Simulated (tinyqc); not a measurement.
In-plane mass from two subband densities.

Question. At zero temperature each occupied subband holds N_k = D (EF - E_k), D = md m0 q/(pi hbar^2) per eV. Two subbands are occupied. Find md, EF - E1 and EF - E2.

Constants: q = 1.602176634e-19 C, hbar = 1.054571817e-34 J s, m0 = 9.1093837015e-31 kg. Results are converted to the units shown.

N1, N2 (cm^-2): 7.5167731e11  2.8e11
E2 - E1 = 36.9 meV

Answer. N1 - N2 = D (E2 - E1) gives D and so md; each N_k/D is a distance to EF.

md = 0.03060 m0
EF - E1 = 58.80 meV
EF - E2 = 21.90 meV

Program tinyqc, `OMP_NUM_THREADS=1 python tinyqc.py 2140047 2140048 out.jsonl`; Intel Xeon 2.30GHz, shared host, one thread, about 0.1 s.
